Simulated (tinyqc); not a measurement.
Admittance spectroscopy of a deep trap: one step of the calculation.

Schottky contact on an n-type layer with shallow donors Nd (all ionised) and a donor-like deep trap, neutral when filled and positive when empty; depletion approximation. Traps within lam of the depletion edge stay filled. The traps at xt = W - lam, where the level crosses the Fermi level, follow a slow signal and not a fast one. w = 2 pi f.

Question. Admittance at the signal frequency. Emission rate en = sn vth(T) Nc(T) exp(-Et/kB T) = sn g T^2 exp(-Et/kB T), g = vth Nc/(300 K)^2, as vth goes as T^0.5 and Nc as T^1.5 (degeneracy factor 1). Inflection frequency w0 = 2 en [1 + Nt xt/(Nd W)]; C = C_HF + (C_LF - C_HF)/(1 + (w/w0)^2), G/w = (C_LF - C_HF)(w/w0)/(1 + (w/w0)^2).

Inputs (values chosen for the exercise); material values close to those of germanium: conduction-band density of states at 300 K Nc = 1.03e19 cm^-3; thermal velocity at 300 K vth = 3.4e7 cm/s; shallow donor density Nd = 8.9e15 cm^-3; depth of the trap below the conduction edge Et = 0.22 eV; capture cross-section sn = 3.7e-14 cm^2; trap density Nt = 2.3e15 cm^-3; signal frequency f = 2.3e5 Hz; temperature T = 164 K.

Constants: q = 1.602176634e-19 C, kB = 1.380649e-23 J/K. Results are converted to the units shown.

W = 286.84868 nm
xt = 125.23433 nm
C_HF = 48.770024 nF/cm^2
C_LF = 55.151052 nF/cm^2

Wanted: en; w0/(2 pi); C; G/w.

Answer.

en = 6.719e5 1/s
w0/(2 pi) = 2.380e5 Hz
C = 52.07 nF/cm^2
G/w = 3.189 nF/cm^2

The signal lies near the inflection, where the loss is largest.

tinyqc, about 0.01 s, one thread, Intel Xeon 2.30GHz (shared host): `OMP_NUM_THREADS=1 python tinyqc.py 2050088 2050089 out.jsonl`
